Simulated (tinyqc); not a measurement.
Punch-through p+-n junction, ionisation integral and breakdown: one step of the calculation.

A p+ layer at x < 0 and an n drift layer from x = 0 to L on an n+ substrate. Depletion approximation, built-in voltage neglected. Local ionisation coefficients alpha_n = an exp(-(bn/E)^mx), alpha_p = ap exp(-(bp/E)^mx). Electrons move towards +x, holes towards x = 0.

Task. Field and ionisation coefficients on a grid. W = sqrt(2 eps0 eps_r V/(q N)), peak field E0 = q N W/(eps0 eps_r), falling linearly to 0 at W; if W > L the layer is punched through: W = L, E0 = V/L + q N L/(2 eps0 eps_r), falling linearly to E1 = V/L - q N L/(2 eps0 eps_r). Grid: 11 equal steps from 0 to fr W.

Parameters, values chosen for the exercise; material values close to those of germanium:
- eps_r = 15.8 (relative permittivity)
- an = 1.61e7 1/cm (prefactor of the electron ionisation coefficient)
- bn = 1.65e6 V/cm (field constant for electrons)
- ap = 1.02e7 1/cm (prefactor of the hole ionisation coefficient)
- bp = 1.23e6 V/cm (field constant for holes)
- mx = 1 (exponent)
- N = 1.4e15 cm^-3 (donor density of the drift layer)
- L = 4.8 um (thickness of the drift layer)
- V = 56.6 V (reverse voltage)
- fr = 1 (share of the depleted width that the grid covers)

Constants: q = 1.602176634e-19 C, eps0 = 8.8541878128e-14 F/cm where lengths are in cm. Results are converted to the units shown.

Wanted: W; x; E; alpha_n; alpha_p.

Result.

W = 4.8000 um

```
point,x (um),E (kV/cm),alpha_n (1/cm),alpha_p (1/cm)
0,0.0000,156.40,421.70,3917.9
1,0.4364,149.40,257.29,2710.9
2,0.8727,142.40,149.55,1809.0
3,1.3091,135.41,82.181,1157.8
4,1.7455,128.41,42.309,705.79
5,2.1818,121.41,20.177,406.40
6,2.6182,114.42,8.7896,218.74
7,3.0545,107.42,3.4361,108.61
8,3.4909,100.43,1.1785,48.911
9,3.9273,93.429,0.34433,19.547
10,4.3636,86.432,0.082436,6.7337
11,4.8000,79.436,0.015342,1.9227
```

Program tinyqc, `OMP_NUM_THREADS=1 python tinyqc.py 2120049 2120050 out.jsonl`; Intel Xeon 2.30GHz, shared host, one thread, about 0.06 s.
